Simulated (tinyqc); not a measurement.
Comparisons within one model: strained quantum well: band edges, subbands and transparency. A value that a table varies takes the place of the one given here.

Growth on (001), barriers unstrained: tr(e) = e (2 - nu2), Z = b e (1 + nu2); Ec = Ev + Eg + ac tr(e), E_HH = Ev + av tr(e) + Z, E_LH = Ev + av tr(e) - Z (coupling to the split-off band left out).

Masses along z: me, 1/(g1 - 2 g2) for HH, 1/(g1 + 2 g2) for LH, likewise in the barrier; in the plane me, 1/(g1 + g2) for HH and 1/(g1 - g2) for LH (no mixing, which understates the hole masses away from k = 0). Level n solves k L + 2 atan[(k/m)/(kappa/mb)] = n pi, k = sqrt(m E/c), kappa = sqrt(mb (V - E)/c), c = hbar^2/2m0.

Transparency (Bernard-Duraffourg): Fc - Fv equals the lowest transition energy with n = p, n = sum m/(2 pi c) kB T ln(1 + exp((Fc - E)/kB T)) and p likewise over the listed subbands; c = hbar^2/2m0, 1/angstrom^2 = 1e16/cm^2.

Constants: hbar^2/2m0 = 3.80998211 eV angstrom^2; kB = 8.617333262e-05 eV/K; hc = 1239.841984 eV nm.

Inputs chosen for the exercise (near those of an InGaAs/InP well; the results hold for these values, not for the real material):
```
symbol  value                                                    unit      meaning
nu2     0.998                                                              2 C12/C11
Eg      0.713                                                    eV        unstrained gap of the well
Ev      -0.592                                                   eV        its valence edge
ac      -6.04                                                    eV
av      1.07                                                     eV        Ev moves by av tr(e)
b       -1.89                                                    eV        shear potential
Egb     1.349                                                    eV        gap of the barrier
Evb     -0.94                                                    eV        its valence edge
L       106                                                      angstrom  well width
me      0.0426                                                   m0        electron mass
g1      14.01                                                              gamma1
g2      5.54                                                               gamma2
meb     0.08                                                     m0
g1b     5.08
g2b     1.6
T       300                                                      K         temperature
es      (-0.02, -0.014, -0.008, -0.003, 0, 0.003, 0.007, 0.012)            strains
e       -0.0003                                                            strain in the plane
Ls      (25, 35, 50, 65, 85, 110, 150)                           angstrom  widths
```

## Strain as a design knob

Only the strain is changed; the unstrained gap and the masses are kept.

Results:
```
e (%)  wavelength (nm)  top hole  hh1 - lh1 (meV)  n_tr (1e12/cm^2)  share in top
-2.0              1514       hh1              176             0.445          0.62
-1.4              1548       hh1              132             0.445          0.62
-0.8              1584       hh1               88             0.453          0.59
-0.3              1616       hh1               51             0.485          0.50
0.0               1636       hh1               29             0.531          0.41
0.3               1656       hh1                7             0.609          0.29
0.7               1739       lh1              -23             0.578          0.76
1.2               1878       lh1              -60             0.534          0.92
```

What can be read from the table?

n_tr is largest at e = +0.3 % (0.61), where hh1 - lh1 = 7 meV and the top subband holds 29 % of the holes, and smallest, 0.44, at -2.0 and -1.4 %. The top hole level turns from hh to lh, and the light from TE to TM, between +0.3 and +0.7 %. The wavelength runs from 1514 to 1878 nm.

## Width of the well

All levels anew.

Results:
```
L (angstrom)  wavelength (nm)  top hole  hh1 - lh1 (meV)  n_tr (1e12/cm^2)  share in top  n_tr/L (1e18/cm^3)
25                       1298       hh1              101             0.360          0.94                1.44
35                       1392       hh1               85             0.369          0.89                1.05
50                       1486       hh1               66             0.395          0.77                0.79
65                       1547       hh1               52             0.429          0.64                0.66
85                       1599       hh1               40             0.476          0.51                0.56
110                      1639       hh1               30             0.534          0.40                0.49
150                      1674       hh1               20             0.638          0.30                0.43
```

What can be read from the table?

The wavelength tunes by 377 nm. The sheet density at transparency changes from 0.36 to 0.64, the top hole subband holding 0.94 and 0.30 of the holes at the ends, while the volume density falls by a factor 3.4. Critical thickness and carrier escape are left out.

## What each parameter does

Edge wavelength, hh1 - lh1 and n_tr. Each row changes one parameter from the base and keeps the others.

Results:
```
case             wavelength (nm)  hh1 - lh1 (meV)  n_tr (1e12/cm^2)
base                      1633.6             31.0             0.525
L = 98 angstrom           1622.1             33.9             0.506
e = -0.0023               1620.3             45.7             0.493
Eg = 0.693 eV             1676.0             31.0             0.524
b = -2.17 eV              1633.9             31.3             0.524
ac = -5.44 eV             1634.0             31.0             0.525
me = 0.0469 m0            1636.9             31.0             0.558
g1 = 14.85                1630.2             29.9             0.504
T = 340 K                 1633.6             31.0             0.621
```

What can be read from the table?

The largest shifts from the base row, up to three for each result and ties (the steps differ in size, so this ranks the rows, not the parameters). wavelength (nm): Eg +42.5, e -13.3, L -11.5; unchanged at the printed digits by T. hh1 - lh1 (meV): e +14.8, L +2.9, g1 -1.1; unchanged at the printed digits by Eg, ac, me and T. n_tr (1e12/cm^2): T +0.096, me +0.033, e -0.032; unchanged at the printed digits by ac.

Program tinyqc; command `OMP_NUM_THREADS=1 python tinyqc.py 1281805 1281806 out.jsonl`; about 0.01 s on one thread of a shared Intel(R) Xeon(R) Processor @ 2.30GHz.
